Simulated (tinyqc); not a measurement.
Vacuum evaporation: vapour pressure, source flux, thickness distribution, purity and step coverage. Changing the directionality n. Computed by tinyqc, a small Python program. Command: `OMP_NUM_THREADS=1 python tinyqc.py 3113363 3113364 out.jsonl evap sweep`. One thread of a shared host (Intel(R) Xeon(R) Processor @ 2.30GHz), about 0.01 s of CPU time with the checks.

Molecular flow, unit sticking of the metal, no re-evaporation. The background gas is taken as water vapour (18.015 g/mol, collision diameter 0.37 nm) at 300 K.

Inputs (values chosen for the exercise, modelled on copper, with constants for the liquid):
```
quantity                         value    unit
molar mass M                     63.55   g/mol
film density rho                  8.96  g/cm^3
vapour-pressure constant A       10.82       -
vapour-pressure constant B       16410       K
source temperature T              1500       K
source area                          2    cm^2
source-to-wafer distance h          21      cm
wafer radius R                     2.5      cm
source offset from the axis s/h   0.98       -
```

Constants: u = 1.6605390666e-27 kg; k_B = 1.380649e-23 J/K; R = 8.314462618 J/(mol K).

Method:
- log10(p_v/Pa) = A - B/T; flux from the surface Phi = p_v/sqrt(2 pi m k_B T), m = M u.
- Mass loss = Phi x area x m; heat of evaporation = ln(10) R B; d ln Phi/dT = ln(10) B/T^2 - 1/(2 T).
- A small source emits (n + 1) Phi area cos^n(phi)/(2 pi) per solid angle; on a parallel plane at height h and lateral distance l the arrival rate is (n + 1) Phi area/(2 pi h^2) x (1 + (l/h)^2)^(-(n + 3)/2). Growth rate = arrival rate x m/rho, m = M u. The wafer is fixed and centred above the source.
- Rotating wafer, source offset by s and facing upwards: thickness at radius r is the mean over the angle a of (1 + (r^2 + s^2 - 2 r s cos a)/h^2)^(-(n + 3)/2), by 360 equal steps; non-uniformity (max - min)/(max + min) over 21 radii from 0 to R.

One run for each value; columns: (1) directionality n; (2) growth rate at the centre (nm/s); (3) non-uniformity (max - min)/(max + min) (%); (4) share of the material that lands on the wafer, 1 - (1 + (R/h)^2)^(-(n + 1)/2) (%); (5) non-uniformity, rotating (%):
```
(1)      (2)     (3)     (4)     (5)
1.0  0.11006  1.4072  1.3974  0.3343
1.5  0.13758  1.5831  1.7437  0.4747
3.0  0.22012  2.1106  2.7753  1.0251
4.0  0.27516  2.4623  3.4570  1.4988
6.0  0.38522  3.1653  4.8062  2.6965
8.0  0.49528  3.8681  6.1364  4.2169
```

Give the missing row, directionality n = 2.0.

Computed row; columns: (1) directionality n; (2) growth rate at the centre (nm/s); (3) non-uniformity (max - min)/(max + min) (%); (4) share of the material that lands on the wafer, 1 - (1 + (R/h)^2)^(-(n + 1)/2) (%); (5) non-uniformity, rotating (%):
```
(1)      (2)     (3)     (4)     (5)
2.0  0.16509  1.7589  2.0888  0.6366
```

Interpolating between the two neighbouring rows (the first column on a logarithmic scale, the others too where they are positive) misses most in non-uniformity, rotating (%), by 2.6 %. Over the rows, growth rate at the centre (nm/s) rises from 0.110 to 0.495 (exponent d ln y / d ln x 0.55 between the first rows and 0.87 between the last); non-uniformity (max - min)/(max + min) (%) rises from 1.41 to 3.87 (exponent d ln y / d ln x 0.29 between the first rows and 0.70 between the last); share of the material that lands on the wafer, 1 - (1 + (R/h)^2)^(-(n + 1)/2) (%) rises from 1.40 to 6.14 (exponent d ln y / d ln x 0.55 between the first rows and 0.85 between the last).
